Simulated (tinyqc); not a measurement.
Series resistance and mobility from two gate lengths.

Problem. At small Vds the total resistance times width is 2 Rs + L/(mu Q), with the same mu and Q at both lengths. Find mu and Rs.

total resistance at L = 30 and 120 nm (ohm um): 437.36264  849.45055
Q = 0.91 uC/cm^2

Solution. The slope against L is 1/(mu Q), and the intercept at L = 0 is 2 Rs.

mu = 240 cm^2/(V s)
Rs = 150 ohm um

tinyqc, about 0.01 s, one thread, Intel Xeon 2.30GHz (shared host): `OMP_NUM_THREADS=1 python tinyqc.py 2380034 2380035 out.jsonl`
